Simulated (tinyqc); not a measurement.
Vacancy excess varied: nucleation and growth of vacancy voids in a cooling silicon-like crystal. Computed by tinyqc, a small Python program. Command: `OMP_NUM_THREADS=1 python tinyqc.py 3026407 3026408 out.jsonl voids walk`. One thread of a shared host (Intel(R) Xeon(R) Processor @ 2.30GHz), about 0.3 s of CPU time with the checks.

Spherical voids; vacancies are lost only to voids.

Inputs (values chosen for the exercise, for a model crystal):

| quantity | value | unit |
|---|---|---|
| vacancy density at the melting point C_m | 5.9e+14 | 1/cm^3 |
| formation energy E_f | 3.91 | eV |
| melting point T_m | 1685 | K |
| diffusion prefactor D0 | 0.00047 | cm^2/s |
| migration energy E_m | 0.49 | eV |
| site density rho | 5e+22 | 1/cm^3 |
| void surface energy gamma | 0.82 | J/m^2 |
| cooling rate q | 14 | K/min |
| vacancy excess C0 | 2.2e+13 | 1/cm^3 |
| temperature step | 0.25 | K |

Vacancy supply: given.

Constants: k_B = 8.617333262e-05 eV/K; k_B = 1.380649e-23 J/K.

Method:
- C = C0 as given.
- C_e = C_m exp[-(E_f/k_B)(1/T - 1/T_m)]; D = D0 exp(-E_m/(k_B T)); f = k_B T ln(C/C_e); r* = 2 gamma/(rho f); W* = 16 pi gamma^3/(3 rho^2 f^2); Z = f/sqrt(12 pi W* k_B T); I = rho Z (4 pi r* D C) exp(-W*/(k_B T)).
- March down from 1500 K in steps dT, dt = dT/q, with values at the upper end of each step: a class of I dt voids is born with r*; then all classes grow by r^2 += 2 D (C - C_e) dt/rho; C falls by the vacancies added to voids. Stop at 1150 K. T_n is the T of the largest I, N the final count (classes under 1e-6 /cm^3 are dropped), and the mean radius the number average.

initial excess C = 2.20e+13 1/cm^3

At fixed q:

| C (1/cm^3) | T_n (K) | N (1/cm^3) | mean radius (nm) |
|---|---|---|---|
| 8.80e+12 | 1278.25 | 8.6264e+08 | 3.611 |
| 1.30e+13 | 1297.50 | 6.4581e+08 | 4.531 |
| 2.20e+13 | 1324.25 | 4.3460e+08 | 6.165 |
| 3.50e+13 | 1348.50 | 3.0532e+08 | 8.101 |
| 5.50e+13 | 1372.75 | 2.1610e+08 | 10.575 |

What does the comparison show, and why?

More vacancies nucleate earlier (T_n rises by 94 K) and give fewer, larger voids: N goes as C^-0.76 and the radius as C^0.59, steeper than the -1/2 and +1/2 of the scaling argument at fixed D, because D rises with T_n.

Extremes, crossings and ranges named in words are read from the listed rows.
